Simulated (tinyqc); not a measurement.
CIS and TDHF on RHF in the sto-3g basis, for H3-, spin multiplicity 1, step by step. The basis has no diffuse functions, so it cannot describe the extra electron: this is an exercise in the method, not the real anion. One step of it, computed by the program tinyqc.

Task: Iteration 1: building the Fock matrix. J_ij = sum D_kl (ij|kl), K_ij = sum D_kl (ik|jl); F = H + J - 0.5 K; E = tr D H + tr D J / 2 - 0.25 tr D K + E_nn.

D at the start, lower triangle:
```
          1H 1s     2H 1s     3H 1s
1H 1s  1.101815
2H 1s  0.122352  1.272764
3H 1s  0.122352  0.075784  1.272764
```

core Hamiltonian H = T + V (hartree), lower triangle:
```
           1H 1s      2H 1s      3H 1s
1H 1s  -1.744670
2H 1s  -1.227740  -1.450704
3H 1s  -1.227740  -0.507910  -1.450704
```

Two-electron integrals (ij|kl) in chemists' order, unique and non-zero (hartree):
```
(11|11) 0.774606   (21|11) 0.430995   (21|21) 0.281950   (22|11) 0.561003
(22|21) 0.430995   (22|22) 0.774606   (31|11) 0.430995   (31|21) 0.224283
(31|22) 0.279254   (31|31) 0.281950   (32|11) 0.156858   (32|21) 0.092958
(32|22) 0.131206   (32|31) 0.092958   (32|32) 0.034320   (33|11) 0.561003
(33|21) 0.279254   (33|22) 0.340084   (33|31) 0.430995   (33|32) 0.131206
(33|33) 0.774606
```

nuclear repulsion = 1.73160082 hartree

Give: Coulomb J; exchange K; Fock matrix F; total energy of this density.

Result:

Coulomb J (hartree), lower triangle:
```
       1H 1s  2H 1s  3H 1s
1H 1s  2.516
2H 1s  1.517  2.231
3H 1s  1.517  0.558  2.231
```

exchange K (hartree), lower triangle:
```
       1H 1s  2H 1s  3H 1s
1H 1s  1.816
2H 1s  1.320  1.488
3H 1s  1.320  0.701  1.488
```

Fock matrix F (hartree), lower triangle:
```
        1H 1s   2H 1s  3H 1s
1H 1s  -0.136
2H 1s  -0.371   0.036
3H 1s  -0.371  -0.301  0.036
```

total energy of this density = -1.55819 hartree

This density is the starting one; it is not idempotent, so its energy is not variational and may lie below the converged one.
